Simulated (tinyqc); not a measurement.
Standing waves and exposure in a photoresist film, step by step. Values are carried at full precision from step to step, so a last printed digit may differ when a step is redone from the rounded ones.

Normal incidence from air. Unexposed resist: N1 = n1 + i k1 with k1 = (A + B) lam/(4 pi), lam in micrometres. r01 = (1 - N1)/(1 + N1), t01 = 2/(1 + N1). Substrate Ns = ns + i ks: r12 = (N1 - Ns)/(N1 + Ns). With p = exp(2 pi i N1 d/lam), the field at depth z is E(z) = t01 [exp(2 pi i N1 z/lam) + r12 p^2 exp(-2 pi i N1 z/lam)]/(1 + r01 r12 p^2), the relative intensity I(z) = n1 |E(z)|^2 and the reflectance R = |(r01 + r12 p^2)/(1 + r01 r12 p^2)|^2.

Values chosen for the exercise (a resist on W, indices near tabulated ones; not measured data): lam = 248 nm (vacuum wavelength); n1 = 1.739 (resist index); A = 0.07 1/micrometre (bleachable absorption (Dill A)); B = 0.4 1/micrometre (fixed absorption (Dill B)); d = 251 nm (resist thickness); ns = 3.422 (substrate n); ks = 2.848 (substrate k); C = 0.018 cm^2/mJ (exposure rate (Dill C)); D = 80 mJ/cm^2 (incident dose); Ld = 10 nm (diffusion length of the post-exposure bake).

## Interface coefficients

Form N1, r01, t01 and r12.

N1 = 1.73900+0.00928i
r01 = -0.2698-0.0025i
t01 = 0.7302-0.0025i
r12 = -0.4827-0.2828i
|r12|^2 = 0.3130

Next to the bottom the intensity swings by a factor ((1 + |r12|)/(1 - |r12|))^2 = 12.5 between antinode and node.

## Round trip and reflectance

Form p^2, the denominator and R; the period of the standing wave is lam/(2 n1).

p^2 = -0.8817-0.1118i
1 + r01 r12 p^2 = 0.8945-0.0828i
R = 0.1312
period = 71.31 nm

The film holds 3.52 periods.

## Intensity and exposure over the lowest period

Nine depths from d - period to d. Without bleaching during the exposure the share of unexposed compound is m = exp(-C D I).

Profile:

| z (nm) | I | m |
|---|---|---|
| 179.7 | 0.379 | 0.579 |
| 188.6 | 0.256 | 0.691 |
| 197.5 | 0.781 | 0.325 |
| 206.4 | 1.644 | 0.094 |
| 215.3 | 2.339 | 0.034 |
| 224.3 | 2.455 | 0.029 |
| 233.2 | 1.924 | 0.063 |
| 242.1 | 1.055 | 0.219 |
| 251.0 | 0.355 | 0.600 |

I runs from 0.256 to 2.455 on these points, so m runs from 0.029 to 0.691; the least exposed point listed lies 62.4 nm above the bottom.

## Smoothing by the bake

Gaussian diffusion of length Ld multiplies a cosine of period L by exp(-2 pi^2 Ld^2/L^2). Give that factor, and the Ld that leaves 10 %.

factor = 0.678
Ld for 10 % = 24.35 nm

## Checks

- R against the transfer-matrix product: both 0.13125.
- Absorption (A + B) d times the mean of I against 1 - R - T: both 0.170.

Program tinyqc; command `OMP_NUM_THREADS=1 python tinyqc.py 1651843 1651844 out.jsonl`; about 0.01 s on one thread of a shared Intel(R) Xeon(R) Processor @ 2.30GHz.
